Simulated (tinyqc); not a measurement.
From image to dissolution rate: chemically amplified photoresist: aerial image, acid generation, bake, development and line width. Computed by tinyqc, a small Python program. Command: `OMP_NUM_THREADS=1 python tinyqc.py 3002131 3002132 out.jsonl resist walk`. One thread of a shared host (Intel(R) Xeon(R) Processor @ 2.30GHz), about 0.03 s of CPU time with the checks.

Lines and spaces of pitch p with a two-beam-like image; x = 0 is the middle of the bright space. The resist is positive and treated as uniform in depth.

Inputs (values chosen for the exercise, for a model resist at 13.5 nm): pitch p = 43 nm; image contrast c = 0.74; mean dose E = 2.96 mJ/cm^2; Dill parameter C = 0.042 cm^2/mJ; quencher load q, relative to the acid generator = 0.068; acid diffusivity D = 0.17 nm^2/s; bake time t = 90 s; amplification rate k_amp = 0.029 1/s; threshold protection m_th = 0.48; development selectivity n = 3; largest rate r_max = 370 nm/s; smallest rate r_min = 0.054 nm/s.

Method:
- Dose E(x) = E [1 + c cos(2 pi x/p)]; acid h = 1 - exp(-C E(x)).
- Bake: the acid image is blurred by a Gaussian of variance sigma^2 = 2 D t (each Fourier term k of h, taken on 64 points, is multiplied by exp(-4 pi^2 k^2 D t/p^2)).
- The quencher then removes q, h_eff = max(h_blurred - q, 0); protection m = exp(-k_amp t h_eff).
- Mack rate r = r_max (a + 1)(1 - m)^n/(a + (1 - m)^n) + r_min, a = ((n + 1)/(n - 1))(1 - m_th)^n.

Across half a pitch:
```
x/p   x (nm)  dose (mJ/cm^2)  blurred acid  protection m  rate (nm/s)
0.00    0.00          5.1504       0.17319        0.7599   2.2289e+01
0.05    2.15          5.0432       0.17042        0.7654   2.0855e+01
0.10    4.30          4.7321       0.16234        0.7818   1.6953e+01
0.15    6.45          4.2475       0.14967        0.8080   1.1687e+01
0.20    8.60          3.6369       0.13357        0.8427   6.5247e+00
0.25   10.75          2.9600       0.11554        0.8833   2.7173e+00
0.30   12.90          2.2831       0.09732        0.9263   7.2679e-01
0.35   15.05          1.6725       0.08071        0.9674   1.1255e-01
0.40   17.20          1.1879       0.06742        1.0000   5.4000e-02
0.45   19.35          0.8768       0.05883        1.0000   5.4000e-02
0.50   21.50          0.7696       0.05586        1.0000   5.4000e-02
```

What follows from these numbers?

The dose varies by a factor 6.69 across the pattern and the rate by 413.

Extremes, crossings and ranges named in words are read from the listed rows.
